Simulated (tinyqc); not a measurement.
sp3s* tight binding: one step. Levels at this k. The numbers come from values chosen for the exercise (near a published set for GaP, fitted to gaps, whose masses and valley positions are rough).

H(k) (eV):
```
                      sa                   xa                   ya                   za                  s*a
sa             -7.993000                    0                    0                    0                    0
xa                     0             1.125000                    0                    0                    0
ya                     0                    0             1.125000                    0                    0
za                     0                    0                    0             1.125000                    0
s*a                    0                    0                    0                    0             8.512000
sc   -4.199646-0.683783i   0.619775+3.356736i   0.750319+2.772714i   2.603752+0.799009i                    0
xc   -0.414515-2.245039i   1.214193+0.197694i  -2.078006-0.637674i  -0.598816-2.212852i  -0.460129-2.492083i
yc   -0.501826-1.854435i  -2.078006-0.637674i   1.214193+0.197694i  -0.494631-2.678949i  -0.557046-2.058497i
zc   -1.741430-0.534390i  -0.598816-2.212852i  -0.494631-2.678949i   1.214193+0.197694i  -1.933057-0.593194i
s*c                    0   0.495800+2.685284i   0.600232+2.218084i   2.082919+0.639182i                    0

                      sc                   xc                   yc                   zc                 s*c
sa   -4.199646+0.683783i  -0.414515+2.245039i  -0.501826+1.854435i  -1.741430+0.534390i                   0
xa    0.619775-3.356736i   1.214193-0.197694i  -2.078006+0.637674i  -0.598816+2.212852i  0.495800-2.685284i
ya    0.750319-2.772714i  -2.078006+0.637674i   1.214193-0.197694i  -0.494631+2.678949i  0.600232-2.218084i
za    2.603752-0.799009i  -0.598816+2.212852i  -0.494631+2.678949i   1.214193-0.197694i  2.082919-0.639182i
s*a                    0  -0.460129+2.492083i  -0.557046+2.058497i  -1.933057+0.593194i                   0
sc             -2.171000                    0                    0                    0                   0
xc                     0             4.057000                    0                    0                   0
yc                     0                    0             4.057000                    0                   0
zc                     0                    0                    0             4.057000                   0
s*c                    0                    0                    0                    0            7.222000
```

Question. Diagonalise H, which belongs to k = (0.48, 0.42, 0.14) (2 pi/a). Four bands are filled (two electrons each); give the make-up of band 5, the lowest empty one.

Give: levels; weights of band 5; weight of band 5 on atom a.

Answer.

levels (eV): [-11.2748, -5.7262, -1.9902, -1.1473, 2.8329, 3.7105, 6.3311, 7.0559, 9.8745, 11.4497]

weights of band 5: s 0.413, p 0.395, s* 0.192

weight of band 5 on atom a = 0.341

The vertical gap at this k is 3.9802 eV; band 5 is mostly s-like.

Program tinyqc; command `OMP_NUM_THREADS=1 python tinyqc.py 1480071 1480072 out.jsonl`; about 0.1 s on one thread of a shared Intel(R) Xeon(R) Processor @ 2.30GHz.
